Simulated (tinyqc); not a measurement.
Inside a calculation. Method: plane-wave Kohn-Sham cycle with exchange-only LDA in a layered model solid. One step of it, computed by the program tinyqc.

Problem. Iteration 2: levels at that k. Diagonalise the Hermitian matrix.

H (hartree), lower triangle:
```
          -3        -2         -1         +0         +1        +2        +3
-3  0.439652
-2  0.003731  0.102126
-1  0.009026  0.003731  -0.100390
+0  0.000486  0.009026   0.003731  -0.167895
+1  0.000293  0.000486   0.009026   0.003731  -0.100390
+2  0.000147  0.000293   0.000486   0.009026   0.003731  0.102126
+3  0.000014  0.000147   0.000293   0.000486   0.009026  0.003731  0.439652
```

Give: eigenvalues.

Solution.

eigenvalues (hartree): -0.1688  -0.1096  -0.0913  0.1018  0.1031  0.4398  0.4399
